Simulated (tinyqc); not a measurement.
Schottky barrier with interface states (Cowley-Sze model), image lowering and contact resistance: one step, computed by the program tinyqc.

An n-type semiconductor under a metal. The barrier lies between the Schottky-Mott limit phi_M - chi and the Bardeen limit E_g - E_n, E_n being the neutrality level of the interface states; the space-charge term of the full Cowley-Sze expression is left out.

Task: Pinning factor and barrier. S = 1/(1 + e^2 D delta/(eps_i eps_0)); for D per eV, e^2 D is the number e x D in SI units, with 1 cm^-2 = 1e4 m^-2. phi_B = S (phi_M - chi) + (1 - S)(E_g - E_n); the hole barrier is E_g - phi_B.

Inputs (values chosen for the exercise, with gap, mass and screening modelled on CdS):

| quantity | value | unit |
|---|---|---|
| gap E_g | 2.5 | eV |
| electron affinity chi | 4.39 | eV |
| metal work function phi_M | 5.66 | eV |
| neutrality level E_n above the valence band | 1.01 | eV |
| interface-state density D | 4.2e+12 | cm^-2 eV^-1 |
| dipole layer thickness delta | 0.47 | nm |
| dipole layer constant eps_i | 1 | - |

Pinning factor from: interface states.

Constants: e = 1.602176634e-19 C; eps_0 = 8.8541878128e-12 F/m.

Give: pinning factor S; Schottky-Mott barrier; Bardeen barrier; barrier phi_B; hole barrier.

Result:

pinning factor S = 0.7368

Schottky-Mott barrier = 1.27 eV

Bardeen barrier = 1.49 eV

barrier phi_B = 1.328 eV

hole barrier = 1.172 eV

The contact is weakly pinned: the barrier follows the metal.
